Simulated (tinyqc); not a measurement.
MESFET, gradual channel with velocity saturation: one step of the calculation.

A uniformly doped n-type channel, depleted from the top by a Schottky gate; at channel potential V the depleted share of a is u = sqrt((Vbi - Vg + V)/Vp), s at the source. Electrons drift with v = mu E/(1 + mu E/vsat). Abrupt depletion edge, no series resistance, source at 0.

Question. Current below saturation. u = sqrt((Vbi - Vg + Vd)/Vp). I = (G0 Vp/3) F/(1 + Z (u^2 - s^2)), F = 3 (u^2 - s^2) - 2 (u^3 - s^3), with u at V = Vd; Z = 0 gives constant mobility, for which u stops at 1.

Parameters, values chosen for the exercise:
- Vg = 0 V (gate voltage)
- Vd = 2.2 V (drain voltage)

Vbi = 0.78179109 V
Vp = 4.4269427 V
G0 = 7.4981866 mS
Z = 0.37532775
s = 0.42023615

Wanted: u; F; I for Z = 0; I.

Answer.

u = 0.8207
F = 0.5337
I for Z = 0 = 5.905 mA
I = 4.977 mA

The falling mobility lowers the current by 15.7 %.

tinyqc, about 0.06 s, one thread, Intel Xeon 2.30GHz (shared host): `OMP_NUM_THREADS=1 python tinyqc.py 2500125 2500126 out.jsonl`
